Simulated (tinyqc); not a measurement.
# Worked calculation: delta-doped HEMT, charge control

Numbers from tinyqc (`OMP_NUM_THREADS=1 python tinyqc.py 2180014 2180015 out.jsonl`; about 0.01 s on one thread of a shared Intel Xeon 2.30GHz). Printed values are rounded.

A two-dimensional electron gas of density ns under a barrier. EF and the subbands are counted from the conduction-band edge of the channel at the interface. Two subbands of a triangular well with an infinite wall, parabolic band, no carriers in the barrier.

Values chosen for this exercise; material values close to those of InAlAs on In0.53Ga0.47As:
```
symbol   value   unit                                                  meaning
T          200      K                                              temperature
d           40     nm                   barrier thickness from gate to channel
ds         2.1     nm                       undoped spacer next to the channel
me      0.0412     m0                             electron mass in the channel
ec        13.9                            relative permittivity of the channel
ebr       12.6                            relative permittivity of the barrier
phiB     0.676     eV                               barrier height of the gate
dEc      0.505     eV                                   conduction-band offset
ND      3.7e12  cm^-2  sheet density of the donor plane at ds from the channel
eta     0.6875                  share of ns that counts in the confining field
Nb      1.3e10  cm^-2                           depletion charge of the buffer
Vg        -0.9      V                                             gate voltage
```

Constants: q = 1.602176634e-19 C, kB = 1.380649e-23 J/K, hbar = 1.054571817e-34 J s, m0 = 9.1093837015e-31 kg, Vt = kB T/q, eps0 = 8.8541878128e-14 F/cm where lengths are in cm, hbar^2/(2 m0) = 0.0380998212 eV nm^2. Results are converted to the units shown.

## Barrier and off voltage

Fully depleted barrier with eb = ebr: Vp = q ND (d - ds)/(eps0 eb); donors per area ND; Voff = phiB - dEc - Vp.

Vp = 2.013873 V
donors per area = 3.7e12 cm^-2
eb = 12.6
Voff = -1.842873 V

## Starting value

ns = 9.8e11 cm^-2, about 0.6 of eps0 eb (Vg - Voff)/(q d).

ns at the start = 9.8e11 cm^-2

## Iteration 1: new ns

F = q (eta ns + Nb)/(eps0 ec) in eV/nm; E_k = a_k (C F^2/me)^(1/3), a_0 = 2.338107, a_1 = 4.087949, C = hbar^2/(2 m0); D = me m0 q/(pi hbar^2); ns = D Vt [ln(1 + exp((EF - E_0)/Vt)) + ln(1 + exp((EF - E_1)/Vt))], which gives EF = E_0 + Vt ln{2 s/[(1 + u) + sqrt((1 + u)^2 + 4 u s)]} with s = exp(ns/(D Vt)) - 1, u = exp((E_0 - E_1)/Vt). Newton: g = ns + Nb - eps0 eb (Vg - Voff - EF)/(q d), ns(new) = ns - g/(1 + (eps0 eb/(q d)) dEF/dns), the derivative by central differences over +/- 0.01 % of ns.

E_0 = 0.09812283 eV
E_1 = 0.1715581 eV
EF = 0.1499122 eV
dEF/dns = 0.1242095 eV per 1e12 cm^-2
ns after iteration 1 = 1.298515e12 cm^-2

## Iteration 2: new ns

As before.

E_0 = 0.1180058 eV
E_1 = 0.2063214 eV
EF = 0.1880378 eV
dEF/dns = 0.1158301 eV per 1e12 cm^-2
ns after iteration 2 = 1.300597e12 cm^-2

## Course of the iteration

Stop when the step is below 1e-10 of the value, or after 30 iterations.

Course of the iteration:
```
iteration  ns before the step (cm^-2)  step (cm^-2)
1                              9.8e11       3.19e11
2                         1.298515e12        2.08e9
3                         1.300597e12        6.61e4
4                         1.300597e12        < 1e-1
```

Converged in 4 iterations.

## Fermi level, second subband and capacitance

converged ns = 1.300597e12 cm^-2

F = q (eta ns + Nb)/(eps0 ec) in eV/nm; E_k = a_k (C F^2/me)^(1/3), a_0 = 2.338107, a_1 = 4.087949, C = hbar^2/(2 m0); D = me m0 q/(pi hbar^2); ns = D Vt [ln(1 + exp((EF - E_0)/Vt)) + ln(1 + exp((EF - E_1)/Vt))], which gives EF = E_0 + Vt ln{2 s/[(1 + u) + sqrt((1 + u)^2 + 4 u s)]} with s = exp(ns/(D Vt)) - 1, u = exp((E_0 - E_1)/Vt). Gate capacitance C = q dns/dVg = eps0 eb/(d + dd), dd = (eps0 eb/q) dEF/dns. dEF/dns by central differences over +/- 0.01 % of ns.

EF = 0.1882789 eV
share of the second subband = 6.787363 %
dd = 8.062431 nm
C = 0.2321205 uF/cm^2

The rise of EF with ns acts as 8.06 nm of extra barrier, 20.2 % of d. EF is 0.37 of the band offset dEc.
